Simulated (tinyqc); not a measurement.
Level and width from two currents at zero temperature.

Inverse problem. In a resonant-tunnelling diode at zero temperature a sharp resonance at Er = E0 - alpha V between the emitter band edge and Ef carries J = K (pi/2) G Tp (Ef - Er), K = q^3 mw m0/(2 pi^2 hbar^3) (times 1e-4 for A/cm^2 per eV^2), with G its full width and Tp its peak transmission, G Tp taken as constant, and no back flow. Find G Tp and E0.

Values chosen for this exercise; masses and offsets close to those of InGaAs wells and InAlAs barriers:
```
symbol,value,unit,meaning
mw,0.042,m0,"mass in the well, spacer and contacts"
Ef,0.096,eV,Fermi energy of both contacts above their band edges
alpha,0.5,,share of the bias at the well
```

Constants: q = 1.602176634e-19 C, hbar = 1.054571817e-34 J s, m0 = 9.1093837015e-31 kg. Results are converted to the units shown.

J at V = 0.048 and 0.19 V (kA/cm^2): [22.783767, 169.84263]

Answer. J is linear in V: the slope gives G Tp, and the onset V0, where the line meets zero, gives E0 = Ef + alpha V0.

G Tp = 1.940 meV
E0 = 0.1090 eV

tinyqc, about 0.3 s, one thread, Intel Xeon 2.30GHz (shared host): `OMP_NUM_THREADS=1 python tinyqc.py 2600131 2600132 out.jsonl`
